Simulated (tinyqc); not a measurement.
Full result against the linear law: strain, valley repopulation and piezoresistance in a many-valley conduction band. Computed by tinyqc, a small Python program. Command: `OMP_NUM_THREADS=1 python tinyqc.py 3011028 3011029 out.jsonl valleys walk`. One thread of a shared host (Intel(R) Xeon(R) Processor @ 2.30GHz), about 0.02 s of CPU time with the checks.

Valleys are ellipsoids with mass m_l along the axis a and m_t across it, parabolic, with one constant relaxation time; strain shifts the valleys and leaves the masses alone. Currents are taken along [111], along the load, and along [1-10], across the load.

Inputs (values chosen for the exercise, modelled on germanium):

| quantity | value | unit |
|---|---|---|
| longitudinal mass m_l | 1.58 | m_0 |
| transverse mass m_t | 0.0838 | m_0 |
| shear deformation potential Xi_u | 16.5 | eV |
| dilation deformation potential Xi_d | -4.4 | eV |
| C11 | 129 | GPa |
| C12 | 48.2 | GPa |
| C44 | 67.5 | GPa |
| electron density n | 7.1e+17 | 1/cm^3 |
| relaxation time tau | 65 | fs |
| temperature T | 300 | K |

Valley axes: <111> (4 valleys). Load: uniaxial [111].

Constants: k_B = 8.617333262e-05 eV/K; m_0 = 9.1093837015e-31 kg; k_B = 1.380649e-23 J/K; hbar = 1.054571817e-34 J s; e = 1.602176634e-19 C.

Method:
- Each of the 4 valleys holds n_v = N_v (2/sqrt(pi)) F_1/2((E_F - dE_v)/(k_B T)), N_v = 2 (m_d k_B T/(2 pi hbar^2))^(3/2), m_d = (m_l m_t^2)^(1/3); E_F solves sum n_v = n and is counted from the unstrained edge.
- F_j(eta) = int_0^infinity x^j/(1 + exp(x - eta)) dx, without a gamma-function factor. It is evaluated after integrating by parts.
- Integrals over x = E/(k_B T) use 160 Gauss-Legendre points in u = sqrt(x) from 0 to sqrt(max(eta, 0) + 32).
- With eta_0 the reduced Fermi level without strain, r = F_-1/2(eta_0)/(2 F_1/2(eta_0)) (1 for a classical gas) and c = r (Xi_u/k_B T) (m_l - m_t)/(2 m_l + m_t): pi44 = -c S44/3, pi11 = pi12 = 0.
- Compliances S11 = (C11 + C12)/((C11 - C12)(C11 + 2 C12)), S12 = -C12/((C11 - C12)(C11 + 2 C12)), S44 = 1/C44; stress sigma_ij = X n_i n_j for the unit vector n of the load; e_xx = S11 sigma_xx + S12 (sigma_yy + sigma_zz), e_xy = S44 sigma_xy/2 (tensor strain).
- Herring-Vogt shift of a valley with unit axis a: dE = Xi_d tr(e) + Xi_u a.e.a.
- Mobility tensor mu = e tau sum_v (n_v/n) [1/m_t + (1/m_l - 1/m_t) a a^T]; unstrained mu_0 = e tau (1/m_l + 2/m_t)/3; resistivity along d from the inverse tensor, rho_d = d.mu^-1.d/(n e), mobility along d = 1/(d.mu^-1.d); gauge pi_d = (rho_d/rho_0 - 1)/X.
- Linear theory: pi_l = (pi11 + 2 pi12 + 2 pi44)/3, pi_t = (pi11 + 2 pi12 - pi44)/3.

pi11 = 0 1e-11/Pa

pi12 = 0 1e-11/Pa

pi44 = -142.013 1e-11/Pa

Resistance changes (%); at 2000 MPa the strain is near or above 1 %, where band warping, left out here, matters:

| X (MPa) | splitting (meV) | largest share | first direction | linear | second direction | linear |
|---|---|---|---|---|---|---|
| -2000 | 217.28 | 0.99926 | 1175.4 | 189.35 | -31.544 | -94.676 |
| -1000 | 108.64 | 0.95325 | 640.7 | 94.68 | -30.192 | -47.338 |
| -400 | 43.46 | 0.63049 | 88.0 | 37.87 | -18.963 | -18.935 |
| -150 | 16.30 | 0.38112 | 19.2 | 14.20 | -7.462 | -7.101 |
| -50 | 5.43 | 0.29037 | 5.2 | 4.73 | -2.423 | -2.367 |
| 50 | 5.43 | 0.26218 | -4.3 | -4.73 | 2.298 | 2.367 |
| 150 | 16.30 | 0.28256 | -10.7 | -14.20 | 6.392 | 7.101 |
| 400 | 43.46 | 0.31341 | -19.0 | -37.87 | 13.249 | 18.935 |
| 1000 | 108.64 | 0.33163 | -23.1 | -94.68 | 17.731 | 47.338 |
| 2000 | 217.28 | 0.33331 | -23.5 | -189.35 | 18.162 | 94.676 |

What follows from these numbers?

Along the first direction the linear law holds within 10 % for 1 of the 10 stresses, at 50.0 MPa. At the largest compression the full change is +1175.4 % against the linear +189.4 %, at the largest tension -23.5 % against -189.4 %: once the splitting is comparable with k_B T (or E_F) the populations no longer follow it linearly, and the change must saturate when the upper valleys are empty.

Extremes, crossings and ranges named in words are read from the listed rows.
